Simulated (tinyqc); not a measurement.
Surface Green function of a two-leg ladder, Sancho-Rubio decimation: one step of the calculation.

A semi-infinite lead of cells 0, 1, 2, ... with H0 inside a cell and H1 = <cell i|H|cell i + 1>. One rung (site 1 on leg a, site 2 on leg b) is a cell; all hoppings enter with a minus sign. z = E + i eta.

Problem. Decimation. Start with e_s = e = H0, a = H1, b = H1^dagger. Each round: g = (z - e)^(-1); e_s <- e_s + a g b; e <- e + a g b + b g a; a <- a g a; b <- b g b (all with the old a, b). Round k joins cells 2^k apart.

Values chosen for this exercise:
```
symbol  value  unit     meaning
E        1.26    eV      energy
eta     0.001    eV  broadening
```

e_s after round 2 (eV):

|  | 1 | 2 |
|---|---|---|
| 1 | -1.8395451-0.0210385i | -0.6035150-0.0038727i |
| 2 | -0.6035150-0.0038727i | 0.6597152-0.0022819i |

e after round 2 (eV):

|  | 1 | 2 |
|---|---|---|
| 1 | -3.0697764-0.0368738i | -1.5982300-0.0131481i |
| 2 | -1.5982300-0.0131481i | 0.2166148-0.0097990i |

a after round 2 (eV):

|  | 1 | 2 |
|---|---|---|
| 1 | -2.2914706-0.0174962i | -1.3197360-0.0113132i |
| 2 | -0.0369713-0.0034327i | -0.8992006-0.0023008i |

b after round 2 (eV):

|  | 1 | 2 |
|---|---|---|
| 1 | -2.2914706-0.0174962i | -0.0369713-0.0034327i |
| 2 | -1.3197360-0.0113132i | -0.8992006-0.0023008i |

Find: g; e_s after round 3; e after round 3; a after round 3; b after round 3.

Solution.

g (1/eV):

|  | 1 | 2 |
|---|---|---|
| 1 | 0.5314-0.0065i | -0.8139+0.0116i |
| 2 | -0.8139+0.0116i | 2.2050-0.0304i |

e_s after round 3 (eV):

|  | 1 | 2 |
|---|---|---|
| 1 | -0.1315-0.0089i | 0.3415-0.0034i |
| 2 | 0.3415-0.0034i | 2.3892-0.0220i |

e after round 3 (eV):

|  | 1 | 2 |
|---|---|---|
| 1 | 1.2937-0.0275i | -0.6896+0.0032i |
| 2 | -0.6896+0.0032i | 2.7227-0.0343i |

a after round 3 (eV):

|  | 1 | 2 |
|---|---|---|
| 1 | 0.3674+0.0074i | 1.1291+0.0024i |
| 2 | -1.5599+0.0167i | 0.8158-0.0123i |

b after round 3 (eV):

|  | 1 | 2 |
|---|---|---|
| 1 | 0.3674+0.0074i | -1.5599+0.0167i |
| 2 | 1.1291+0.0024i | 0.8158-0.0123i |

Computed by the program tinyqc: `OMP_NUM_THREADS=1 python tinyqc.py 2680002 2680003 out.jsonl`, one thread of a shared Intel Xeon 2.30GHz, about 0.06 s for the whole run.
